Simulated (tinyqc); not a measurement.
CCSD on RHF in the 3-21g basis, for H2, spin multiplicity 1, step by step. One step of it, computed by the program tinyqc.

Task: CCSD: starting amplitudes. t_ij^ab = <ij||ab> / (e_i + e_j - e_a - e_b), whose energy is MP2.

orbital energies (hartree): [-0.620902, 0.289269, 0.875010, 1.644868]

Two-electron integrals over orbitals (pq|rs), unique and non-zero (hartree):
```
(11|11) 0.685616    (21|21) 0.079553    (22|11) 0.453262    (22|22) 0.406183
(31|11) 0.179246    (31|22) 0.049472    (31|31) 0.120137    (32|21) -0.024689
(32|32) 0.037779    (33|11) 0.572266    (33|22) 0.403578    (33|31) 0.133891
(33|33) 0.505761    (41|21) -0.078507   (41|32) -0.017030   (41|41) 0.140046
(42|11) -0.144278   (42|22) -0.053354   (42|31) -0.073717   (42|33) -0.101041
(42|42) 0.066073    (43|21) -0.080240   (43|32) 0.001991    (43|41) 0.122169
(43|43) 0.124277    (44|11) 0.702088    (44|22) 0.465145    (44|31) 0.213449
(44|33) 0.593415    (44|42) -0.169630   (44|44) 0.785331
```

Give: Starting amplitudes; correlation energy.

Result:

Starting amplitudes (spin orbitals 1a, 1b, ...; amplitudes related by a flip of all spins are not repeated):
```
from      to        t
1a 1b  2a 2b  -0.0437
1a 1b  3a 3b  -0.0402
1a 1b  4a 4b  -0.0309
1a 1b  2a 4b   0.0247
```

correlation energy = -0.016510 hartree
